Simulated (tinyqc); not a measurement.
Frequency dispersion of an accumulation capacitance by border traps, distributed model: one step of the calculation.

Traps spread evenly through the insulator exchange electrons with the semiconductor by tunnelling, with tau(x) = t0 exp(2 ka x) at depth x from the interface. The admittance per area Y seen at depth x obeys dY/dx = -Y^2/(i w eps0 eox) + q Nb ln(1 + i w tau)/tau, with Y(0) = i w Cs and w = 2 pi f; the gate sees Y(tox) = G + i w C. Working variable y = Y/(i w), in uF/cm^2. Cox = eps0 eox/tox.

Task. Midpoint steps through the active depth. In terms of y: dy/dx = -y^2/(eps0 eox) + s(x), s = q Nb ln(1 + z)/z, z = i w tau. 11 midpoint steps of h = xe/11: y_half = y + (h/2) y'(x, y), y(new) = y + h y'(x + h/2, y_half).

Inputs (values chosen for the exercise); permittivity close to that of aluminium oxide: relative permittivity of the insulator eox = 8.45; semiconductor capacitance in accumulation Cs = 0.93 uF/cm^2; density of border traps Nb = 5.1e18 cm^-3 eV^-1; decay constant of the wave function in the insulator ka = 4.1 1/nm; time constant of a trap at the interface t0 = 2e-11 s; frequency f = 1e5 Hz; depth down to which the steps are taken xe = 2 nm.

Constants: q = 1.602176634e-19 C, eps0 = 8.8541878128e-14 F/cm where lengths are in cm. Results are converted to the units shown.

Give: x; s; y.

Result.

x, point 0 to 11 (nm): [0, 0.18182, 0.36364, 0.54545, 0.72727, 0.90909, 1.0909, 1.2727, 1.4545, 1.6364, 1.8182, 2.0000]
s, point 0 to 11 (uF/(cm^2 nm)): [0.081711-0.000001i, 0.081711-0.000002i, 0.081711-0.000010i, 0.081711-0.000045i, 0.081710-0.000200i, 0.081698-0.000887i, 0.081459-0.003921i, 0.077203-0.016064i, 0.046691-0.032862i, 0.014057-0.020710i, 0.003364-0.007897i, 0.000768-0.002509i]
y, point 0 to 11 (uF/cm^2): [0.93000+0.00000i, 0.92398+0.00000i, 0.91822+0.00000i, 0.91271+0.00000i, 0.90744-0.00002i, 0.90240-0.00010i, 0.89757-0.00043i, 0.89275-0.00187i, 0.88558-0.00664i, 0.87167-0.01149i, 0.85481-0.01334i, 0.83770-0.01360i]

Program tinyqc, `OMP_NUM_THREADS=1 python tinyqc.py 2202152 2202153 out.jsonl`; Intel Xeon 2.30GHz, shared host, one thread, about 0.5 s.
